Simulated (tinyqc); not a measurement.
# Worked calculation: lossy interposer transmission line with skin effect

tinyqc, about 0.01 s, one thread, Intel Xeon 2.30GHz (shared host): `OMP_NUM_THREADS=1 python tinyqc.py 2810113 2810114 out.jsonl` Printed values are rounded.

A uniform line in a homogeneous dielectric: c = sqrt(er)/(c0 Z0), l = Z0 sqrt(er)/c0 (c0 = 299792458 m/s), g = w c td, w = 2 pi f. The resistance joins its limits as r = sqrt(r_dc^2 + r_hf^2), with r_dc = rho/(wd th), r_hf = kr rho/(2 delta (wd + th)), delta = sqrt(rho/(pi f mu0)), mu0 = 4 pi 1e-7 H/m; this is an interpolation, and internal inductance, up to 0.05 nH/mm at low frequency, is neglected.

Values chosen for this exercise:
- wd = 9.2 um (width of the strip)
- th = 1.7 um (thickness of the strip)
- rho = 1.8 uohm cm (resistivity)
- er = 2.7 (relative permittivity)
- td = 0.01 (loss tangent)
- Z0 = 35 ohm (lossless impedance sqrt(l/c))
- kr = 1.2 (factor for crowding and the return path)
- len = 3.4 mm (length)
- Rg = 50 ohm (source resistance)
- RL = 100 ohm (load resistance)
- CL = 20 fF (load capacitance)
- f = 19 GHz (frequency)

## Line constants

delta, r_dc, r_hf, r, l, c and g as defined.

delta = 0.489869 um
r_dc = 1.15090 ohm/mm
r_hf = 2.02264 ohm/mm
r = 2.32715 ohm/mm
l = 0.191836 nH/mm
c = 156.600 pF/m
g = 0.186950 S/m

r is 2.02 times r_dc; the skin depth is 0.288 of the thickness.

## Propagation constant and impedance

gamma = sqrt((r + i w l)(g + i w c)) = alpha + i beta, Zc = sqrt((r + i w l)/(g + i w c)), roots with positive real part; loss 8.685889638 alpha in dB; phase velocity w/beta.

gamma len = 0.12403+2.22704i
Zc = 35.0526-1.6007i ohm
loss = 0.316848 dB/mm
phase velocity over c0 = 0.607945
r/(w l) = 0.101616

r is below w l; the low-loss estimate 8.686 (r/(2 Z0) + g Z0/2) gives 0.317 dB/mm.

## Reflection, input impedance and transfer

ZL = 1/(1/RL + i w CL); reflection (ZL - Zc)/(ZL + Zc); Zin = Zc (ZL + Zc tanh(gamma len))/(Zc + ZL tanh(gamma len)); H = V_load/V_source = [Zin/(Zin + Rg)]/[cosh(gamma len) + (Zc/ZL) sinh(gamma len)].

ZL = 94.6068-22.5884i ohm
reflection at the load = 0.473046-0.073617i
Zin = 25.7590+20.2705i ohm
H = -0.328020-0.414255i
|H| = -5.54078 dB
